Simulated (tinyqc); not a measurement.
# p-n diode with diffusion and depletion-layer recombination: effect of the temperature

Abrupt junction in the depletion approximation, low injection, full ionisation, neutral widths fixed, ohmic contact on the p side. Vj is the junction voltage; where a series resistance Rs is given, V = Vj + J Rs is the terminal voltage.

Nc and Nv are given at 325 K and scale as (T/325 K)^1.5; Eg, mobilities and lifetimes are held fixed. ni = sqrt(Nc Nv) exp(-Eg/(2 Vt)), Eg in volts; D = mu Vt; Ln = sqrt(Dn tn), Lp = sqrt(Dp tp); J0n = q ni^2 Dn coth(wp/Ln)/(Ln Na); J0p = (q ni^2 Dp/(Lp Nd)) (s + tanh(wn/Lp))/(1 + s tanh(wn/Lp)), s = Sp Lp/Dp. J_diff = (J0n + J0p)(exp(Vj/Vt) - 1). Vbi = Vt ln(Na Nd/ni^2), W = sqrt(2 eps0 eps_r (Vbi - Vj)(1/Na + 1/Nd)/q), xp = W Nd/(Na + Nd), xn = W Na/(Na + Nd); u(x) = q Na (x + xp)^2/(2 eps0 eps_r) for x < 0 and Vbi - Vj - q Nd (xn - x)^2/(2 eps0 eps_r) for x > 0; p = Na exp(-u/Vt), n = Nd exp((u - Vbi + Vj)/Vt); U = ni^2 (exp(Vj/Vt) - 1)/(tp (n + ni exp(Et/Vt)) + tn (p + ni exp(-Et/Vt))); J_scr = q times the integral of U from -xp to xn. J = J_diff + J_scr.

Parameters, values chosen for the exercise; band and dielectric values close to those of silicon:
- Eg = 1.13 eV (band gap)
- eps_r = 11.5 (relative permittivity)
- Nc = 3.2e19 cm^-3 (conduction-band density of states at the reference temperature)
- Nv = 2.94e19 cm^-3 (valence-band density of states at the reference temperature)
- Na = 1.1e16 cm^-3 (acceptor density)
- Nd = 1.9e15 cm^-3 (donor density)
- mun = 1100 cm^2/(V s) (electron mobility in the p side)
- mup = 380 cm^2/(V s) (hole mobility in the n side)
- tn = 5e-9 s (electron lifetime)
- tp = 1e-8 s (hole lifetime)
- wp = 0.25 um (neutral width of the p side)
- wn = 73 um (neutral width of the n side)
- Sp = 1e7 cm/s (recombination velocity at the n contact)
- Et = 0 eV (trap level above the intrinsic level)
- Vj = 0.29 V (junction voltage at which recombination is evaluated)

Constants: q = 1.602176634e-19 C, kB = 1.380649e-23 J/K, Vt = kB T/q, eps0 = 8.8541878128e-14 F/cm where lengths are in cm. Results are converted to the units shown.

Result of one run:
```
T (K)  J0n (A/cm^2)  J0p (A/cm^2)  J_diff (A/cm^2)  J_scr (A/cm^2)  J_scr/J (%)  wn/Lp
300        1.276e-9     2.033e-10         1.101e-4        2.159e-4        66.22  23.29
```

What becomes of these results when the temperature T is changed from 300 to 380 K, all else the same?

Result of the changed run:
```
T (K)  J0n (A/cm^2)  J0p (A/cm^2)  J_diff (A/cm^2)  J_scr (A/cm^2)  J_scr/J (%)  wn/Lp
380        3.258e-5      4.612e-6           0.2609         0.01645        5.929  20.69
```

The whole series:
```
T (K)  J0n (A/cm^2)  J0p (A/cm^2)  J_diff (A/cm^2)  J_scr (A/cm^2)  J_scr/J (%)  wn/Lp
220       4.618e-17     8.585e-18        2.409e-10        2.248e-7        99.89  27.20
260       8.649e-13     1.480e-13         4.235e-7        1.118e-5        96.35  25.02
300        1.276e-9     2.033e-10         1.101e-4        2.159e-4        66.22  23.29
340        3.603e-7      5.391e-8         0.008238        0.002294        21.78  21.88
380        3.258e-5      4.612e-6           0.2609         0.01645        5.929  20.69
```

As T goes from 220 to 380, J0p rises from 8.58e-18 to 4.61e-6 A/cm^2, J_scr rises from 2.25e-7 to 0.0164 A/cm^2 and its share falls from 99.9 to 5.93 %. Activation energies -d ln J/d(1/kB T) over the table: 0.937 eV for J_diff (compare Eg - Vj = 0.840 eV, raised by the power-law prefactors) and 0.504 eV for J_scr.

tinyqc, about 0.01 s, one thread, Intel Xeon 2.30GHz (shared host): `OMP_NUM_THREADS=1 python tinyqc.py 2260032 2260033 out.jsonl`
